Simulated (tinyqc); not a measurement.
# Worked calculation: van der Pauw, Hall and four-point-probe measurements on a doped layer

tinyqc, about 0.01 s, one thread, Intel Xeon 2.30GHz (shared host): `OMP_NUM_THREADS=1 python tinyqc.py 2850206 2850207 out.jsonl` Printed values are rounded.

A uniform p-type layer with sheet resistance Rs = 1/(q ns mu), point contacts, low field (mu B small).

Inputs (values chosen for the exercise): sheet density of the layer ns = 1.3e14 cm^-2; drift mobility mu = 49 cm^2/(V s); Hall factor rH = 1.18; magnetic field B = 0.55 T; current I = 100 uA; side ratio a/b of a rectangular sample with corner contacts ar = 2.07; thickness of the layer t = 12 nm.

Constants: q = 1.602176634e-19 C. Results are converted to the units shown.

## Resistances and Hall voltage

Rs = 1/(q ns mu). For a rectangle with contacts at the corners, RA = (8 Rs/pi) sum_(k>=0) ln coth((2k + 1) pi a/(2 b)) with current along a short side b and voltage along the opposite one, RB the same with a and b exchanged; Hall voltage VH = rH B I/(q ns), negative for electrons.

Rs = 979.8287 ohm/square
RA = 7.479327 ohm
RB = 1167.236 ohm
VH = 0.3115953 mV

RB/RA = 156; for a square both equal Rs ln 2/pi = 216 ohm.

## Starting value

z = 2 ln 2/(pi (RA + RB)), exact for RA = RB.

z at the start = 0.3756409 mS

## Iteration 1: new z

The van der Pauw equation exp(-pi RA z) + exp(-pi RB z) = 1 is solved for z = 1/Rs: e1 = exp(-pi RA z), e2 = exp(-pi RB z), f = e1 + e2 - 1, f' = -pi (RA e1 + RB e2), z(new) = z - f/f'.

e1 = 0.9912124
e2 = 0.2522164
f = 0.2434288
f' = -0.9481632 kohm
z after iteration 1 = 0.6323781 mS

## Iteration 2: new z

As before.

e1 = 0.9852509
e2 = 0.09837993
f = 0.08363079
f' = -0.3839078 kohm
z after iteration 2 = 0.8502189 mS

## Course of the iteration

Stop when the step is below 1e-10 mS, or after 40 iterations.

Course of the iteration:
```
iteration,z before the step (mS),step (mS)
1,0.3756409,0.257
2,0.6323781,0.218
3,0.8502189,0.132
4,0.9823013,0.0362
5,1.018497,2.08e-3
6,1.020580,6.34e-6
7,1.020587,5.84e-11
```

Converged in 7 iterations.

## Sheet density, mobility and bulk values

converged z = 1.020587 mS

Rs = 1/z; Hall sheet density B I/(q |VH|); Hall mobility |VH|/(Rs B I); true values ns = rH times the Hall density, mu = Hall mobility/rH; bulk density ns/t, resistivity Rs t; correction factor F = Rs/[(pi/ln 2)(RA + RB)/2].

Rs = 979.8287 ohm/square
Hall sheet density = 1.101695e14 cm^-2
Hall mobility = 57.82 cm^2/(V s)
ns = 1.3e14 cm^-2
mu = 49 cm^2/(V s)
bulk density = 1.083333e20 cm^-3
resistivity = 0.001175794 ohm cm
F = 0.3680637

Taking the mean of RA and RB without F would overstate Rs by 170 %.
